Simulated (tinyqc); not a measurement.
What moves the results: free-carrier optics of a doped semiconductor (Drude model). A value that a table varies takes the place of the one given here.

eps(E) = ei [1 - Ep^2/(E^2 + i E Gam)], with Ep^2 = 8 pi c (e^2/(4 pi eps0)) N/(m ei), c = hbar^2/2m0, N in 1/angstrom^3 (1e-24 per 1/cm^3); Gam = hbar/tau, tau = mu m m0/e with m0/e = 5.685630e-12 kg/C and mu in m^2/(V s). Energies in meV.

n + i k = sqrt(eps1 + i eps2) with k >= 0; R = ((n - 1)^2 + k^2)/((n + 1)^2 + k^2) at normal incidence from vacuum; alpha = 2 E k/(hbar c), times 1e8 for 1/cm; loss function Im(-1/eps) = eps2/(eps1^2 + eps2^2).

Constants: hbar^2/2m0 = 3.80998211 eV angstrom^2; e^2/(4 pi eps0) = 14.39964547 eV angstrom; hbar = 6.58211957e-16 eV s; hbar c = 1973.269805 eV angstrom.

Parameters, chosen for this exercise (mass and dielectric values near those of Ge; N and mu are free inputs; interband absorption and the rise of the mass with filling are left out; the results hold for these values, not for the real material):
```
symbol  value  unit        meaning
N       5e+18  1/cm^3      carrier density
m       0.133  m0          conductivity mass
mu      1900   cm^2/(V s)  mobility
ei      15.86              high-frequency dielectric constant
E       115.1  meV         photon energy
```

## Reflectance across the plasma edge

Spectrum:
```
E (meV)     eps1    eps2      R  alpha (1/cm)
5.7      -953.45  779.05  0.962      1.91e+04
17.2     -147.75   43.58  0.955      2.14e+04
28.6      -45.93    9.90  0.941      1.98e+04
40.0      -16.12    3.66  0.902      1.64e+04
48.6       -5.89    2.05  0.794      1.21e+04
57.2        0.12    1.26  0.153      4.39e+03
62.9        2.83    0.95  0.078      1.78e+03
71.5        5.76    0.65  0.171           975
85.8        8.84    0.37  0.247           548
114.3      11.90    0.16  0.303           267
171.5      14.10    0.05  0.336           109
285.8      15.23    0.01  0.350          37.7
```

What does this show?

Ep = 57.2 meV and Gam = 4.6 meV. R is 0.962 at the lowest energy and lowest, 0.078, at 62.9 meV of those listed; without damping it would vanish at Ep sqrt(ei/(ei - 1)) = 59.1 meV. At the highest energy R is 0.350, against 0.358 for ei alone. Between the last two rows alpha goes as E^-2.07, where the Drude limit far above Ep and Gam is E^-2.

## What moves the optical constants

At the energy E. Each row changes one parameter from the base and keeps the others.

Results:
```
case                  Ep (meV)  Gam (meV)       R  alpha (1/cm)
base                     57.17       4.58  0.3040           262
N = 7.5e+18 1/cm^3       70.02       4.58  0.2700           430
m = 0.1596 m0            52.19       3.82  0.3141           177
mu = 1140 cm^2/(V s)     57.17       7.64  0.3042           436
ei = 16.65               55.80       4.58  0.3163           254
E = 138.1 meV            57.17       4.58  0.3222           174
```

What does this show?

The largest shifts from the base row, up to three for each result and ties (the steps differ in size, so this ranks the rows, not the parameters). Ep (meV): N +12.85, m -4.98, ei -1.37; unchanged at the printed digits by mu and E. Gam (meV): mu +3.05, m -0.76; unchanged at the printed digits by N, ei and E. R: N -0.0340, E +0.0182, ei +0.0123. alpha (1/cm): mu +173, N +168, E -88.5.

tinyqc: `OMP_NUM_THREADS=1 python tinyqc.py 1682675 1682676 out.jsonl`; about 0.01 s, one thread, shared Intel(R) Xeon(R) Processor @ 2.30GHz.
